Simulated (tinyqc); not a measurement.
Bandgap voltage reference from two bipolar transistors: one step of the calculation.

Two transistors of area 1 and N carry the same current I. Is(T) = Is (T/T0)^eta exp[(Vg0 q/kB)(1/T0 - 1/T)], VBE1 = Vt ln(I/Is(T)) + I rb, VBE2 = Vt ln(I/(N Is(T))) + I rb/N. The amplifier forces I R1(T) = VBE1 - VBE2 + Vos, with R(T) = R (1 + tc (T - T0)) for both resistors, and the output is Vref = VBE1 + I R2(T). Base currents and the Early effect are neglected.

Problem. Operating point at another temperature. Vt = kB T/q; I = (Vt ln N + Vos)/(R1(T) - rb (1 - 1/N)).

Parameters, values chosen for the exercise; values of the order met in silicon bipolar transistors: reference temperature T0 = 323 K; band-gap voltage extrapolated to 0 K Vg0 = 1.196 V; temperature exponent of the saturation current eta = 3.2; saturation current of the unit transistor at T0 Is = 4.6e-16 A; area ratio of the second transistor N = 4; resistor across which the difference of VBE falls, at T0 R1 = 4.8 kohm; temperature coefficient of both resistors tc = 0 ppm/K; offset of the amplifier Vos = 0 mV; series resistance of the unit transistor rb = 0 ohm; output resistor at T0 R2 = 79.22 kohm; temperature T = 233 K.

Constants: q = 1.602176634e-19 C, kB = 1.380649e-23 J/K. Results are converted to the units shown.

Give: Vt; I; Is(T); VBE1; I R2; Vref.

Solution.

Vt = 0.020078 V
I = 5.7989 uA
Is(T) = 1.0015e-23 A
VBE1 = 0.82121 V
I R2 = 0.45939 V
Vref = 1.2806 V

From T0 to T, VBE1 changes by 165 mV and I R2 by -177 mV, which leaves -12.7 mV in Vref.

tinyqc, about 0.03 s, one thread, Intel Xeon 2.30GHz (shared host): `OMP_NUM_THREADS=1 python tinyqc.py 2062008 2062009 out.jsonl`
